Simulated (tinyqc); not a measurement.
Wafer bonding and layer transfer: bond energy, gap closing, particles, bonding of dissimilar wafers and hydrogen blisters: one step, computed by the program tinyqc.

gamma is the energy per area of each of the two surfaces; plates are isotropic.

Task: Does a shallow gap close? E' = E1/(1 - nu^2), equal wafers of thickness t1 assumed. A gap of radius R closes if h_g < h_c: h_c = R^2/sqrt((2/3) E' t1^3/gamma) for R > 2 t1 (plate bending), h_c = 3.6 sqrt(R gamma/E') for R < 2 t1 (local deformation).

Inputs (values chosen for the exercise, with wafer 1 close to silicon): Young's modulus E1 = 148 GPa; Poisson ratio nu = 0.3; thickness t1 = 625 micrometre; radius of a shallow gap R = 0.25 mm; half height of the gap h_g = 5.2 nm.

bond energy gamma = 0.1019953 J/m^2

Give: closable height h_c; h_g/h_c.

Result:

closable height h_c = 45.08 nm

h_g/h_c = 0.1154

The gap closes.
